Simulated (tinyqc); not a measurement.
Inverter chain driving a load.

N inverters, each f = Hc^(1/N) times larger than the one before: delay tau N (f + pp). Switched capacitance in units of the first input, with output capacitance pp times the input: Hc + (1 + pp)(Hc - 1)/(f - 1).

Parameters, values chosen for the exercise: load over the input capacitance of the chain Hc = 470; parasitic delay of an inverter pp = 1; delay unit tau = 2.5 ps.

Result of one run:
```
N      f  delay (ps)  switched capacitance
2  21.68       113.4                 515.4
```

What becomes of these results when the number of stages N is changed from 2 to 3, all else the same?

Result of the changed run:
```
N      f  delay (ps)  switched capacitance
3  7.775       65.81                 608.5
```

The whole series:
```
N      f  delay (ps)  switched capacitance
2  21.68       113.4                 515.4
3  7.775       65.81                 608.5
4  4.656       56.56                 726.6
5  3.423       55.29                 857.1
6  2.788       56.83                 994.5
7  2.408       59.65                  1136
8  2.158       63.16                  1280
9  1.981       67.07                  1426
```

The delay goes from 113 through a minimum of 55.3 (at N = 5 among the rows listed) to 67.1 ps. The best stage effort solves pp + rho (1 - ln rho) = 0, rho = 3.59, which gives N = ln Hc/ln rho = 4.81. One stage fewer than the best costs 2.3 % in delay and saves 15 % of the switched capacitance.

Numbers from tinyqc (`OMP_NUM_THREADS=1 python tinyqc.py 2082198 2082199 out.jsonl`; about 0.01 s on one thread of a shared Intel Xeon 2.30GHz).
